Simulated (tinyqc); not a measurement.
Free and trapped electrons in a MOS channel with a dense trap tail: two steps of the calculation.

p-type body, charge-sheet picture, full ionisation (an idealisation for deep acceptors), Boltzmann statistics for free electrons. e = Ec - EF at the surface. Acceptor-like traps of density D(E) = D0 + De exp(-E/Ew) at depth E below Ec, from 0 to Eu, hold n_t = integral of D(E)/(1 + exp((e - E)/Vt)). psi = Eg - Vt ln(Nv/Na) - e; N_dep = sqrt(2 eps0 eps_r Na (psi - Vt)/q); n_f = sqrt(N_dep^2 + 2 eps0 eps_r Vt Nc exp(-e/Vt)/q) - N_dep; Vg = Vfb + psi + q (N_dep + n_t + n_f)/Cox, Cox = eps0 eox/tox.

Values chosen for this exercise; band and dielectric values close to those of gallium nitride: temperature T = 250 K; band gap Eg = 3.35 eV; relative permittivity eps_r = 9.58; conduction-band density of states at T Nc = 1.78e18 cm^-3; valence-band density of states at T Nv = 3.46e19 cm^-3; relative permittivity of the insulator eox = 3.9; insulator thickness tox = 31 nm; acceptor density Na = 1.2e17 cm^-3; flat-band voltage without trapped charge Vfb = -2.71 V; constant background density of acceptor-like traps D0 = 3.3e10 cm^-2 eV^-1; density of the tail at the conduction edge De = 9.8e12 cm^-2 eV^-1; decay energy of the tail Ew = 0.12 eV; depth below Ec down to which the traps reach Eu = 0.5 eV; mobility of free electrons mf = 92 cm^2/(V s); Ec - EF at the surface e = 0.01 eV.

Constants: q = 1.602176634e-19 C, kB = 1.380649e-23 J/K, Vt = kB T/q, eps0 = 8.8541878128e-14 F/cm where lengths are in cm. Results are converted to the units shown.

Problem 1. Trapped charge. Trapezoid rule on 12 equal steps from 0 to Eu, f = 1/(1 + exp((e - E)/Vt)).

Give: E; D(E) f; n_t.

Solution 1.

```
point    E (eV)  D(E) f (cm^-2 eV^-1)
0             0             3.7955e12
1      0.041667             5.6573e12
2      0.083333             4.7682e12
3       0.12500             3.4744e12
4       0.16667             2.4749e12
5       0.20833             1.7596e12
6       0.25000             1.2532e12
7       0.29167             8.9528e11
8       0.33333             6.4233e11
9       0.37500             4.6358e11
10      0.41667             3.3727e11
11      0.45833             2.4801e11
12      0.50000             1.8494e11
```

n_t = 9.9851e11 cm^-2

Problem 2. Charges and gate voltage. psi, N_dep, n_f and Vg as defined, with the n_t given; free share n_f/(n_f + n_t); apparent mobility mf n_f/(n_f + n_t); gate voltage spent on traps q n_t/Cox.

n_t = 9.9851206e11 cm^-2

Give: psi; N_dep; n_f; Vg; free share; apparent mobility; gate voltage spent on traps.

Solution 2.

psi = 3.218 V
N_dep = 2.015e12 cm^-2
n_f = 6.236e10 cm^-2
Vg = 4.933 V
free share = 5.879 %
apparent mobility = 5.408 cm^2/(V s)
gate voltage spent on traps = 1.436 V

tinyqc, about 0.03 s, one thread, Intel Xeon 2.30GHz (shared host): `OMP_NUM_THREADS=1 python tinyqc.py 2222220 2222221 out.jsonl`
